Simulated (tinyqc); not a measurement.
Gated graphene: carriers, quantum capacitance and optical conductivity, step by step. Values are carried at full precision from step to step, so a last printed digit may differ when a step is redone from the rounded ones.

Cones E = +/- hv |k|, four flavours, D(E) = 2|E|/(pi hv^2). n = (2/pi)(kT/hv)^2 F_1(mu/kT), p = (2/pi)(kT/hv)^2 F_1(-mu/kT), in 1/angstrom^2 (1e16 for 1/cm^2); F_1(eta) = integral_0^infinity x dx/(1 + exp(x - eta)). Cq/e^2 = d(n - p)/d mu = (2 kT/(pi hv^2)) ln(2 + 2 cosh(mu/kT)).

Gate: V = mu/e + e (n - p)/Cox with Cox/e^2 = k/(4 pi e2 t), t in angstrom, e2 = e^2/(4 pi eps0); 1/(eV angstrom^2) in C/e^2 equals 1602.176634 microfarad/cm^2; total 1/C = 1/Cox + 1/Cq.

Constants: kB = 8.617333262e-05 eV/K; e^2/(4 pi eps0) = 14.39964547 eV angstrom; fine-structure constant alpha = 0.007297352564.

Inputs chosen for the exercise (Fermi velocity near that of graphene, gate dielectric near hBN; not measured data):
- hv = 6.08 eV angstrom (hbar vF)
- T = 300 K
- k = 3.37 (dielectric constant of the gate layer)
- t = 10 nm (its thickness)
- V = 0.74 V (gate voltage from the neutrality point)
- E = 0.262 eV (photon energy)
- Gm = 20 meV (intraband damping)

## Chemical potential at the gate voltage

Solve the gate equation for mu.

Cox = 0.2984 microfarad/cm^2
mu = 0.1074 eV
n = 1.18e+12 1/cm^2
p = 1.80e+09 1/cm^2

mu takes 14.5 % of the gate voltage; the zero-temperature rule |mu| = hv sqrt(pi |n - p|) gives 0.1170 eV.

## Quantum capacitance

1/(eV angstrom^2) in C/e^2 equals 1602.176634 microfarad/cm^2; 1/C = 1/Cox + 1/Cq.

Cq = 2.985 microfarad/cm^2
C = 0.2713 microfarad/cm^2
Cq at mu = 0 = 0.9889 microfarad/cm^2

C is 0.909 of Cox.

## Optical conductivity at one energy

Conductivity over sigma0 = e^2/(4 hbar): interband Re = sinh(E/2kT)/(cosh(mu/kT) + cosh(E/2kT)); intraband Re = (8 kT/pi) ln(2 cosh(mu/2kT)) Gm/(E^2 + Gm^2). A free sheet absorbs about pi alpha_f Re(sigma/sigma0), alpha_f the fine-structure constant (alpha among the constants).

Evaluate both parts and the absorption.

interband = 0.7138
intraband = 0.0399
absorption = 1.728 %

E is within 2 kT of 2|mu| = 0.2147 eV; at this temperature interband transitions are mostly open; the universal value is pi alpha_f = 2.293 %.

## Checks

- Cq/e^2 against the finite difference of n - p (1/(eV angstrom^2)): both 0.001863.

Computed by tinyqc, a small Python program: `OMP_NUM_THREADS=1 python tinyqc.py 1682254 1682255 out.jsonl` (the numbers bound the seed that draws the inputs); one thread of a shared host (Intel(R) Xeon(R) Processor @ 2.30GHz), about 0.01 s for the whole set of steps.
